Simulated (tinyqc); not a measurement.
## Fully depleted semiconductor-on-insulator film with two gates, non-linear Poisson equation by Newton steps: charge against front-gate voltage

One dimension across the film, front interface at x = 0, back interface at x = ts. psi is counted from the intrinsic level, n = ni exp(psi/Vt) (source grounded), holes neglected, acceptors ionised. Gates act through Cox = eps0 eox/tox and Cbox = 3.9 eps0/tb with potentials G1 = Vg - (phiM - chi - Vt ln(Nc/ni)) and G2 = Vb - (phiB - chi - Vt ln(Nc/ni)). Classical Boltzmann densities, no interface charge, no depletion in the back plane.

ni = sqrt(Nc Nv) exp(-Eg/(2 Vt)), Eg in volts. The Poisson equation eps0 eps_r d2psi/dx2 = q (n + Na), with -eps0 eps_r dpsi/dx = Cox (G1 - psi) at x = 0 and eps0 eps_r dpsi/dx = Cbox (G2 - psi) at x = ts, is solved on 300 equal intervals with half boxes at both ends; N_inv is the trapezoid sum of n. Swing = ln 10/(d ln N_inv/dVg); the last column is (dN_inv/dVb)/(dN_inv/dVg).

Inputs (values chosen for the exercise); band and dielectric values close to those of In0.53Ga0.47As:

| symbol | value | unit | meaning |
|---|---|---|---|
| T | 300 | K | temperature |
| Eg | 0.737 | eV | band gap |
| eps_r | 13.8 |  | relative permittivity |
| Nc | 2.07e17 | cm^-3 | conduction-band density of states at T |
| Nv | 7.78e18 | cm^-3 | valence-band density of states at T |
| chi | 4.5 | eV | electron affinity |
| eox | 25.6 |  | relative permittivity of the gate insulator (close to zirconium oxide) |
| tox | 3.3 | nm | insulator thickness |
| ts | 18 | nm | film thickness |
| tb | 15 | nm | buried-oxide thickness (eps_r 3.9) |
| Na | 1e15 | cm^-3 | acceptor density of the film |
| phiM | 4.84 | eV | work function of the front gate |
| phiB | 5 | eV | work function of the back plane |
| Vb | -1.4 | V | back-gate voltage |

Constants: q = 1.602176634e-19 C, kB = 1.380649e-23 J/K, Vt = kB T/q, eps0 = 8.8541878128e-14 F/cm where lengths are in cm. Results are converted to the units shown.

Charge against front-gate voltage:

| Vg (V) | psi front (V) | psi back (V) | N_inv (cm^-2) | centroid/ts | swing (mV/decade) | q dN_inv/dVg over Cox | back/front leverage |
|---|---|---|---|---|---|---|---|
| 0.03 | -0.0272 | -0.420 | 3.38e4 | 0.0657 | 62.0 | 2.92e-8 | 0.0424 |
| 0.18 | 0.119 | -0.311 | 8.87e6 | 0.0601 | 62.0 | 7.69e-6 | 0.0409 |
| 0.33 | 0.265 | -0.202 | 2.34e9 | 0.0553 | 62.0 | 0.00203 | 0.0396 |
| 0.48 | 0.403 | -0.103 | 4.04e11 | 0.0493 | 88.4 | 0.245 | 0.0375 |
| 0.63 | 0.474 | -0.0696 | 3.72e12 | 0.0364 | 288 | 0.695 | 0.0325 |
| 0.78 | 0.508 | -0.0624 | 8.68e12 | 0.0275 | 565 | 0.825 | 0.0299 |
| 0.93 | 0.530 | -0.0596 | 1.42e13 | 0.0222 | 865 | 0.881 | 0.0286 |
| 1.08 | 0.545 | -0.0582 | 2.00e13 | 0.0186 | 1.18e3 | 0.911 | 0.0279 |
| 1.23 | 0.557 | -0.0574 | 2.59e13 | 0.0161 | 1.49e3 | 0.930 | 0.0274 |

What does the comparison show?

N_inv passes 1e11 cm^-2 at Vg = 0.434 V. The swing starts at 62.0 mV a decade, against (1 + k) Vt ln 10 = 61.0 for a front channel with k = Cs Cbox/(Cox (Cs + Cbox)) = 0.0250, Cs = eps0 eps_r/ts; above threshold this column is no longer a subthreshold swing. The centroid falls from 0.0657 to 0.0161 of ts and the leverage of the back gate falls from 0.0424 to 0.0274. For Vg = 0.48, 0.63, 0.78, 0.93, 1.08, 1.23 the density at an interface exceeds 0.3 Nc, where Boltzmann statistics fail. In every row the classical centroid lies within 3 nm of an interface, where confinement, left out, would push it away.

Numbers from tinyqc (`OMP_NUM_THREADS=1 python tinyqc.py 2190011 2190012 out.jsonl`; about 0.4 s on one thread of a shared Intel Xeon 2.30GHz).
